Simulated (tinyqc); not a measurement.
Deal-Grove kinetics of thermal oxidation of silicon: one step, computed by the program tinyqc.

Oxidant diffuses through the oxide and reacts at the interface, so that dx/dt = B/(A + 2x) for the oxide thickness x.

Question. Rate constants. B = B0 p exp(-E_B/(k_B T)), B/A = (B/A)0 p^m exp(-E_A/(k_B T)), p in atm; A = B/(B/A). Temperatures in kelvin are T(C) + 273.15.

Inputs (values chosen for the exercise, close to those used for silicon): prefactor B0 = 766 um^2/h; activation energy E_B = 1.22 eV; prefactor (B/A)0 = 5.78e+06 um/h; activation energy E_A = 2.02 eV; temperature T = 1150 C; oxidant pressure p = 10 atm; pressure exponent m of B/A = 0.79.

Ambient: dry oxygen. Surface: (111).

Constants: k_B = 8.617333262e-05 eV/K.

Give: parabolic constant B; linear constant B/A; length A.

Answer.

parabolic constant B = 0.3663 um^2/h

linear constant B/A = 2.503 um/h

length A = 0.1463 um

Reaction at the interface limits growth while x is well below A/2 = 0.0732 um, diffusion once x is well above it.
